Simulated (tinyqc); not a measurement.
Deal-Grove kinetics of thermal oxidation of silicon: one step, computed by the program tinyqc.

Oxidant diffuses through the oxide and reacts at the interface, so that dx/dt = B/(A + 2x) for the oxide thickness x.

Question. Thickness after the oxidation. tau = (x_i^2 + A x_i)/B and x = (A/2) [sqrt(1 + 4 B (t + tau)/A^2) - 1], the root of x^2 + A x = B (t + tau). Silicon consumed is 0.44 times the oxide grown; the rate is B/(A + 2x).

Inputs (values chosen for the exercise, close to those used for silicon): temperature T = 1000 C; initial oxide x_i = 0.025 um; time t = 0.21 h.

Ambient: dry oxygen. Surface: (111).

length A = 0.1291832 um

parabolic constant B = 0.01139051 um^2/h

Give: tau; oxide thickness x; silicon consumed; final growth rate.

Answer.

tau = 0.3384 h

oxide thickness x = 0.03748 um

silicon consumed = 0.005491 um

final growth rate = 0.05580 um/h

2x/A = 0.580: reaction and diffusion both resist, diffusion with a share 2x/(A + 2x) = 0.37.
